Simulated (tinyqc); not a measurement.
Worked calculation: shallow donor in effective-mass theory, with valley-orbit splitting. Values are carried at full precision from step to step, so a last printed digit may differ when a step is redone from the rounded ones.

Constants: Ry = 13.60569312 eV; a0 (Bohr radius) = 0.5291772105 angstrom; hbar^2/2m0 = 3.80998211 eV angstrom^2; e^2/(4 pi eps0) = 14.39964547 eV angstrom.

Values chosen for the exercise (near those of a group-V donor in Si; shifted at random, so the results belong to these values and not to a real crystal):
```
symbol  value  unit      meaning
ml      0.951  m0        longitudinal mass
mt      0.185  m0        transverse mass
eps     11.4             dielectric constant
a       29.1   angstrom  trial radius across the axis
b       13.5   angstrom  trial radius along the axis
E0      -30.8  meV       single-valley level
D0      4.41   meV       central-cell shift
D1      2.21   meV       coupling of perpendicular valleys
D2      1.47   meV       coupling of opposite valleys
Ds      34.6   meV       strain splitting: z valleys less the others
```

## Hydrogen-like estimates

Ry* = Ry m/eps^2 and a* = a0 eps/m for four choices of one mass: mt, the conductivity mass 3/(1/ml + 2/mt), the density-of-states mass (ml mt^2)^(1/3), and ml.

Estimates:
```
mass               m (m0)  Ry* (meV)  a* (angstrom)
mt                 0.1850      19.37          32.61
conductivity       0.2529      26.48          23.85
density of states  0.3193      33.43          18.89
ml                 0.9510      99.56           6.34
```

## Energy of one trial function

One valley: H = -c [(d2/dx2 + d2/dy2)/mt + (d2/dz2)/ml] - q/(eps r), c = hbar^2/2m0, q = e^2/(4 pi eps0). Trial function exp(-sqrt((x^2 + y^2)/a^2 + z^2/b^2)) with a > b: T = (c/3)(2/(mt a^2) + 1/(ml b^2)), V = -(q/eps) atan(u/b)/u, u = sqrt(a^2 - b^2). The central cell of the impurity is left out.

Evaluate T, V and E. Scaling both radii by f changes T to T/f^2 and V to V/f, so the best factor is f = -2T/V, with energy -V^2/(4T).

T = 23.541 meV
V = -53.329 meV
E = -29.788 meV
best scale factor = 0.8829
energy after scaling = -30.202 meV

The virial ratio -V/T is 2.265; it is 2 at the best scale. Scaling gains 0.414 meV.

## Scan over the shape

For each ratio b/a = 0.2, 0.3, ..., 0.9 the best scale follows from a = -2 T1/V1, with T1 and V1 taken at a = 1 angstrom.

Scan:
```
b/a  a (angstrom)  b (angstrom)  E (meV)
0.2         53.38         10.68  -16.538
0.3         34.08         10.22  -24.595
0.4         27.63         11.05  -28.907
0.5         24.97         12.49  -30.581
0.6         23.82         14.29  -30.730
0.7         23.39         16.37  -30.070
0.8         23.35         18.68  -29.009
0.9         23.53         21.18  -27.770
```

The best listed ratio is 0.6; (mt/ml)^(1/2) = 0.44 and (mt/ml)^(1/3) = 0.58 are common guesses.

## The minimum

Minimise over a and b. The Mott estimate n_c = (0.25/a_m)^3 uses a_m = (a^2 b)^(1/3); 1/angstrom^3 = 1e24/cm^3.

a = 24.15 angstrom
b = 13.56 angstrom
E = -30.799 meV
a_m = 19.92 angstrom
n_c = 1.98 x 1e18/cm^3

b/a = 0.561. The binding energy is 1.590 times Ry*(mt). The central cell of a real donor shrinks the orbit and raises n_c (3.7 x 1e18/cm^3 for P in Si).

## The valley-orbit matrix

Basis: the 1s envelopes of the valleys +x, -x, +y, -y, +z, -z. Diagonal E0 - D0, element -D2 between opposite valleys and -D1 between perpendicular ones. Strain along [001] adds 2 Ds/3 to the z valleys and -Ds/3 to the others.

Fill it in with the strain.

H (meV), rows +x, -x, +y, -y, +z, -z and columns alike:
$$\begin{pmatrix}
-46.743 & -1.470 & -2.210 & -2.210 & -2.210 & -2.210 \\
-1.470 & -46.743 & -2.210 & -2.210 & -2.210 & -2.210 \\
-2.210 & -2.210 & -46.743 & -1.470 & -2.210 & -2.210 \\
-2.210 & -2.210 & -1.470 & -46.743 & -2.210 & -2.210 \\
-2.210 & -2.210 & -2.210 & -2.210 & -12.143 & -1.470 \\
-2.210 & -2.210 & -2.210 & -2.210 & -1.470 & -12.143
\end{pmatrix}$$

## Levels and ground state

Diagonalise. For the lowest state give the amplitudes (positive) and (sum of amplitudes)^2/6, the contact density relative to no strain.

levels (meV): [-53.610, -45.273, -45.273, -43.793, -12.636, -10.673]

amplitudes: +x 0.4940, -x 0.4940, +y 0.4940, -y 0.4940, +z 0.1092, -z 0.1092

relative contact density = 0.8026

The z valleys hold 2.4 % of the ground state, against 33.3 % without strain.

## Checks

- Energy from 21 anisotropic Gaussians against the two-parameter function, meV: -30.84 against -30.80.
- Unstrained levels against E0 - D0 - 4 D1 - D2 (A1), E0 - D0 + D2 (T2, threefold) and E0 - D0 + 2 D1 - D2 (E, twofold): they agree to 1e-10 or better.

Computed by tinyqc, a small Python program: `OMP_NUM_THREADS=1 python tinyqc.py 1280332 1280333 out.jsonl` (the numbers bound the seed that draws the inputs); one thread of a shared host (Intel(R) Xeon(R) Processor @ 2.30GHz), about 0.01 s for the whole set of steps.
